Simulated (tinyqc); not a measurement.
# Off-state leakage of single and stacked transistors: effects of single changes

n-channel devices of unit width. Subthreshold current I(Vg, Vs, Vd) = I0 (T/300 K)^0.5 exp[(Vg - Vs - VT(T) - gb (Vs - Vb) + dd (Vd - Vs))/(nf Vt)] (1 - exp(-(Vd - Vs)/Vt)), VT(T) = VT - cT (T - 300 K). Gate-edge tunnelling Ig (Vd/1 V) exp(ag (Vd - 1 V)), for a gate at 0 V, and band-to-band leakage Ab u exp(-Bb/u), u = Vd - Vb + 1 V, flow at a drain held at V; both are taken as independent of T. In a stack of off transistors (all gates at 0 V) the same subthreshold current passes through each.

Values chosen for this exercise; values of the order met in bulk silicon logic transistors: temperature T = 378 K; supply voltage V = 1 V; threshold at 300 K, zero drain and body bias VT = 0.29 V; fall of the threshold with temperature cT = 0.6 mV/K; current at threshold at 300 K I0 = 0.76 uA/um; slope factor nf = 1.32; drain-induced lowering per volt dd = 0.11; rise of the threshold per volt of source-body bias gb = 0.13; gate-edge tunnelling current at 1 V Ig = 0.0002 uA/um; exponential slope of the gate current ag = 5.4 1/V; prefactor of band-to-band leakage at the drain Ab = 200 uA/(um V); its exponential voltage Bb = 23 V; body voltage Vb = 0 V.

Constants: q = 1.602176634e-19 C, kB = 1.380649e-23 J/K, Vt = kB T/q. Results are converted to the units shown.

Each table varies one quantity; the others keep the values above.

## Subthreshold current against the height of the stack

All n gates at 0 V, bottom source at 0 V, top drain at V; node voltages follow from equal currents.

Subthreshold current against the height of the stack:
```
n	I (nA/um)	reduction factor	drain voltage of the bottom device (mV)	source voltage of the top device (mV)	voltage across the top device (V)
1	38.513	1.0000	1000.0	0	1.0000
2	3.4166	11.272	83.995	83.995	0.91601
3	1.7295	22.268	25.527	107.60	0.89240
4	1.1563	33.307	15.202	121.56	0.87844
5	0.86823	44.358	10.844	131.50	0.86850
6	0.69502	55.412	8.4325	139.21	0.86079
```

What does the table show?

The second transistor cuts the current by a factor of 11.3, the third by a further 1.98 and the sixth by 1.25. The top device keeps 86.1 % of the supply at n = 6, while the drain voltage of the bottom one falls to 0.259 Vt.

## Leakage components against the threshold

Same model as above.

One transistor with Vg = Vs = 0, Vd = V; stack factor I(one)/I(two in series).

The same in every row: gate edge (nA/um) = 0.2000; band-to-band (nA/um) = 4.052; stack factor = 11.27.

Leakage components against the threshold:
```
VT (V)	subthreshold (nA/um)	total (nA/um)	largest part
0.15	999.3	1004	subthreshold
0.2	312.4	316.6	subthreshold
0.25	97.64	101.9	subthreshold
0.3	30.52	34.77	subthreshold
0.35	9.540	13.79	subthreshold
0.4	2.982	7.234	band-to-band
0.45	0.9322	5.184	band-to-band
0.5	0.2914	4.543	band-to-band
0.55	0.09109	4.343	band-to-band
0.6	0.02847	4.281	band-to-band
```

As VT goes from 0.15 to 0.6, the total leakage falls from 1000 to 4.28 nA/um. The subthreshold part leads at VT = 0.15, the band-to-band part from 0.4 on. The reduction by a stack of two stays at 11.3, for the subthreshold part alone. For VT = 0.15, 0.2, 0.25 the gate is within about 3 nf Vt of threshold, where the exponential law overstates the current.

tinyqc, about 0.03 s, one thread, Intel Xeon 2.30GHz (shared host): `OMP_NUM_THREADS=1 python tinyqc.py 2242123 2242124 out.jsonl`
